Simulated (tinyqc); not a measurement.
From results back to parameters: band offset of a heterojunction with an interface dipole (two-band chains, self-consistent charge). Three cases, with inputs chosen for the exercise.

Problem. D0 is the offset of the mid-gaps without dipole, chi the charge moved per eV of offset and u the potential step per electron moved. In linear response the valence offset is S D0 - (G2 - G1)/2 with S = 1/(1 + u chi/2). Two interfaces between the same crystals differ in D0 by a known amount, as from a layer of fixed dipoles; their offsets come from hidden S and D0.

Find: S; D0 of the first; u.

Method. S is the change of the offset over the change of D0; then D0 = (offset + (G2 - G1)/2)/S and u = 2 (1/S - 1)/chi.

Case 1.

Values chosen (out of a larger set: gaps near those of GaN and AlN; the chains and D0 are free models, so the offsets are not those of the real pair; not measured data): G1 = 3.56 eV (gap on the left); G2 = 6.4 eV (gap on the right).

chi = 0.09150 1/eV

valence offsets (eV): first -1.72520, second -0.89680

D0(second) - D0(first) = 0.95 eV

Solution.

S = 0.872
D0 of the first = -0.35 eV
u = 3.2 eV

Case 2.

Values chosen (out of a larger set: gaps near those of Si and HfO2; the chains and D0 are free models, so the offsets are not those of the real pair; not measured data): G1 = 1.09 eV (gap on the left); G2 = 5.79 eV (gap on the right).

chi = 0.12613 1/eV

valence offsets (eV): first -2.41380, second -1.99272

D0(second) - D0(first) = 0.66 eV

Solution.

S = 0.638
D0 of the first = -0.10 eV
u = 9.0 eV

Case 3.

Values chosen (out of a larger set: gaps near those of Si and GaP; the chains and D0 are free models, so the offsets are not those of the real pair; not measured data): G1 = 1.14 eV (gap on the left); G2 = 2.36 eV (gap on the right).

chi = 0.30778 1/eV

valence offsets (eV): first -0.78000, second -0.43150

D0(second) - D0(first) = 0.82 eV

Solution.

S = 0.425
D0 of the first = -0.40 eV
u = 8.8 eV

Computed by tinyqc, one run a case: `OMP_NUM_THREADS=1 python tinyqc.py N N+1 out.jsonl` with N = 1450665, 1450710, 1450737; one thread of a shared Intel(R) Xeon(R) Processor @ 2.30GHz, about 0.5 s a run at most.
